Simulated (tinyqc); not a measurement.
## Electron continuity equation in a given potential, Scharfetter-Gummel discretisation: three discretisations compared

Steady state in one dimension: J = q mu n E + q D dn/dx with E = -dpsi/dx and D = mu Vt, dJ/dx = 0, fixed densities nL and nR at the ends. The potential is given, psi = U x/L, and is not changed by the electrons.

10 equal intervals. Fluxes J_i = (q D/h)(n_(i+1) P_i - n_i Q_i), d_i = (psi_(i+1) - psi_i)/Vt: Scharfetter-Gummel P = B(d), Q = B(-d), B(d) = d/(exp(d) - 1); central P = 1 - d/2, Q = 1 + d/2; upwind P = 1 + max(-d, 0), Q = 1 + max(d, 0). Balance at each inner node: J_i - J_(i-1) = 0. The reference is Scharfetter-Gummel on 2000 intervals.

Parameters, values chosen for the exercise; mobility close to that of silicon at room temperature:
- T = 300 K (temperature)
- mu = 1350 cm^2/(V s) (electron mobility)
- L = 14 um (length of the region)
- nL = 1.5e15 cm^-3 (density at x = 0)
- nR = 2.2e15 cm^-3 (density at x = L)
- U = -0.33 V (potential difference psi(L) - psi(0))

Constants: q = 1.602176634e-19 C, kB = 1.380649e-23 J/K, Vt = kB T/q. Results are converted to the units shown.

Densities (cm^-3):

| node | Scharfetter-Gummel | central | upwind | reference |
|---|---|---|---|---|
| 0 | 1.5000e15 | 1.5000e15 | 1.5000e15 | 1.5000e15 |
| 1 | 2.0047e15 | 2.0454e15 | 1.8926e15 | 2.0047e15 |
| 2 | 2.1455e15 | 2.1659e15 | 2.0651e15 | 2.1455e15 |
| 3 | 2.1848e15 | 2.1925e15 | 2.1408e15 | 2.1848e15 |
| 4 | 2.1958e15 | 2.1983e15 | 2.1741e15 | 2.1958e15 |
| 5 | 2.1988e15 | 2.1996e15 | 2.1887e15 | 2.1988e15 |
| 6 | 2.1997e15 | 2.1999e15 | 2.1952e15 | 2.1997e15 |
| 7 | 2.1999e15 | 2.2000e15 | 2.1980e15 | 2.1999e15 |
| 8 | 2.2000e15 | 2.2000e15 | 2.1992e15 | 2.2000e15 |
| 9 | 2.2000e15 | 2.2000e15 | 2.1998e15 | 2.2000e15 |
| 10 | 2.2000e15 | 2.2000e15 | 2.2000e15 | 2.2000e15 |

What does the table show?

Largest errors as a share of the largest reference density listed: Scharfetter-Gummel under 1e-7 %, central 1.9 %, upwind 5.1 %. The largest |d| is 1.28. Upwinding stays positive but acts as if D were larger by the factor 1 + |d|/2, up to 1.64 here.

Program tinyqc, `OMP_NUM_THREADS=1 python tinyqc.py 2220116 2220117 out.jsonl`; Intel Xeon 2.30GHz, shared host, one thread, about 0.01 s.
